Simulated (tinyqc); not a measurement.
Angle of incidence: thin-film optics by transfer matrices.

Indices N = n + i k. Snell: N0 sin(theta) = N_j sin(theta_j), with Im(N_j cos theta_j) >= 0. Admittance y_j = N_j cos theta_j for s and N_j/cos theta_j for p. Phase delta_j = 2 pi N_j cos theta_j d_j/lambda. Layer matrix [[cos delta, -i sin delta/y], [-i y sin delta, cos delta]], multiplied from the top down to M. (B, C) = M (1, y_sub); r = (y0 B - C)/(y0 B + C), R = |r|^2, T = 4 Re y0 Re y_sub/|y0 B + C|^2, absorbed in the films 1 - R - T.

Ellipsometry: rho = tan(Psi) exp(i Delta) = -conj(r_p/r_s) with the r of the admittance formula, Delta in 0 to 360 degrees, so that a bare dielectric at small angles gives Delta = 180.

Values chosen for the exercise (indices near those of resist on Al; shifted at random, so the results belong to these values and not to a real crystal):
```
symbol  value           unit  meaning
lam     633             nm    vacuum wavelength
n0      1                     ambient index
n       (1.618, 1.386)        n of resist, substrate
k       (0, 7.415)            k in the same order
d       (114)           nm    thicknesses, top first
```

Both polarisations.

Stack:
```
theta (degrees)     R_s     R_p    Psi   Delta
0                0.8322  0.8322  45.00  180.00
15               0.8295  0.8278  44.97  181.63
30               0.8196  0.8183  44.98  186.59
45               0.7958  0.8166  45.37  194.08
55               0.7639  0.8295  46.18  199.00
60               0.7391  0.8419  46.86  201.04
65               0.7043  0.8587  47.83  202.77
70               0.6539  0.8798  49.24  204.51
75               0.5770  0.9049  51.39  207.16
80               0.4523  0.9338  55.16  213.72
85               0.2551  0.9658  62.80  239.52
```

What does the comparison show, and why?

R_s and R_p agree at normal incidence (0.8322). R_p is lowest at 45 degrees of those listed (0.8166), where R_s = 0.7958: the two are within a factor 2 of each other, so the minimum selects polarisation poorly. R_s does not rise steadily, because the phase thickness of the films changes with the angle. R_p exceeds R_s at 45, 55, 60, 65, 70, 75, 80 and 85 degrees, where Psi is above 45.

Program tinyqc; command `OMP_NUM_THREADS=1 python tinyqc.py 1651475 1651476 out.jsonl`; about 0.02 s on one thread of a shared Intel(R) Xeon(R) Processor @ 2.30GHz.
